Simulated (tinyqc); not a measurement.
Limits of the phonon part: Bloch-Grueneisen resistivity of a metal. Computed by tinyqc, a small Python program. Command: `OMP_NUM_THREADS=1 python tinyqc.py 3024774 3024775 out.jsonl bg walk`. One thread of a shared host (Intel(R) Xeon(R) Processor @ 2.30GHz), about 0.01 s of CPU time with the checks.

Electrons scatter from a Debye spectrum of phonons (n = 5 for scattering within one band, n = 3 for scattering into a second, heavy band) and from static defects.

Inputs (values chosen for the exercise, modelled on iridium):
```
quantity                       value         unit
exponent n                         5            -
Debye temperature Theta          287            K
transport coupling lambda_tr    0.36            -
Drude plasma energy hbar w_p       9           eV
residual resistivity rho_0    0.0089  microohm cm
```

Addition: none.

Constants: k_B = 1.380649e-23 J/K; hbar = 1.054571817e-34 J s; eps_0 = 8.8541878128e-12 F/m; hbar = 6.582119569e-16 eV s.

Method:
- J_n(y) = int_0^y x^n e^x/(e^x - 1)^2 dx, by 96 Gauss-Legendre points (upper limit at most 60).
- rho_ph = (n - 1) rho_1 (T/Theta)^n J_n(Theta/T), with rho_1 = 2 pi lambda_tr k_B Theta/(hbar eps_0 w_p^2), the high-temperature line at T = Theta.
- Matthiessen's rule: rho = rho_0 + rho_ph.
- Low T: (n - 1) n! zeta(n) rho_1 (T/Theta)^n. High T: rho_1 (T/Theta) [1 - (n - 1)/(12 (n + 1)) (Theta/T)^2].

Resistivities (microohm cm):
```
T (K)      rho_ph   low-T law  straight line  line with correction   total rho
8.6    6.1736e-05  6.1736e-05          0.154                     -  8.9617e-03
14.0   7.0578e-04  7.0581e-04          0.250                     -  9.6058e-03
23.0   8.3243e-03  8.4467e-03          0.411                     -  1.7224e-02
34.0   5.0766e-02  5.9627e-02          0.608                     -  5.9666e-02
57.0   3.2372e-01  7.8963e-01          1.020                     -  3.3262e-01
100.0  1.1699e+00  1.3123e+01          1.789                 0.970  1.1788e+00
140.0  2.0009e+00  7.0581e+01          2.504                 1.920  2.0098e+00
230.0  3.7784e+00  8.4467e+02          4.114                 3.759  3.7873e+00
340.0  5.8478e+00  5.9627e+03          6.082                 5.842  5.8567e+00
570.0  1.0054e+01  7.8963e+04         10.197                10.053  1.0063e+01
```

The low-T law holds to 10 % up to 23 K, the straight line from 230 K on. The local exponent of rho_ph falls from 5.00 to 1.05. Phonons overtake the residual resistivity between 23.0 and 34.0 K.

Extremes, crossings and ranges named in words are read from the listed rows.
